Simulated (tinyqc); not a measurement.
One-sided p+-n junction, ionisation integral and breakdown: one step of the calculation.

A p+ layer at x < 0 and an n drift layer from x = 0. Depletion approximation, built-in voltage neglected. Local ionisation coefficients alpha_n = an exp(-(bn/E)^mx), alpha_p = ap exp(-(bp/E)^mx). Electrons move towards +x, holes towards x = 0.

Task. Field and ionisation coefficients on a grid. W = sqrt(2 eps0 eps_r V/(q N)), peak field E0 = q N W/(eps0 eps_r), falling linearly to 0 at W. Grid: 14 equal steps from 0 to fr W.

Inputs (values chosen for the exercise); material values close to those of indium phosphide: relative permittivity eps_r = 12.7; prefactor of the electron ionisation coefficient an = 1.05e7 1/cm; field constant for electrons bn = 3.25e6 V/cm; prefactor of the hole ionisation coefficient ap = 4.5e6 1/cm; field constant for holes bp = 2.67e6 V/cm; exponent mx = 1; donor density of the drift layer N = 1.9e16 cm^-3; reverse voltage V = 52 V; share of the depleted width that the grid covers fr = 0.6.

Constants: q = 1.602176634e-19 C, eps0 = 8.8541878128e-14 F/cm where lengths are in cm. Results are converted to the units shown.

Give: W; x; E; alpha_n; alpha_p.

Result.

W = 1.9600 um

| point | x (um) | E (kV/cm) | alpha_n (1/cm) | alpha_p (1/cm) |
|---|---|---|---|---|
| 0 | 0.0000 | 530.61 | 22967 | 29366 |
| 1 | 0.0840 | 507.87 | 17458 | 23442 |
| 2 | 0.1680 | 485.13 | 12934 | 18322 |
| 3 | 0.2520 | 462.39 | 9303.3 | 13977 |
| 4 | 0.3360 | 439.65 | 6467.6 | 10368 |
| 5 | 0.4200 | 416.90 | 4321.4 | 7444.7 |
| 6 | 0.5040 | 394.16 | 2756.2 | 5144.9 |
| 7 | 0.5880 | 371.42 | 1663.7 | 3398.4 |
| 8 | 0.6720 | 348.68 | 940.24 | 2126.5 |
| 9 | 0.7560 | 325.94 | 490.71 | 1246.4 |
| 10 | 0.8400 | 303.20 | 232.30 | 674.27 |
| 11 | 0.9240 | 280.46 | 97.409 | 330.18 |
| 12 | 1.0080 | 257.72 | 35.039 | 142.54 |
| 13 | 1.0920 | 234.98 | 10.341 | 52.303 |
| 14 | 1.1760 | 212.24 | 2.3495 | 15.481 |

Numbers from tinyqc (`OMP_NUM_THREADS=1 python tinyqc.py 2120130 2120131 out.jsonl`; about 0.06 s on one thread of a shared Intel Xeon 2.30GHz).
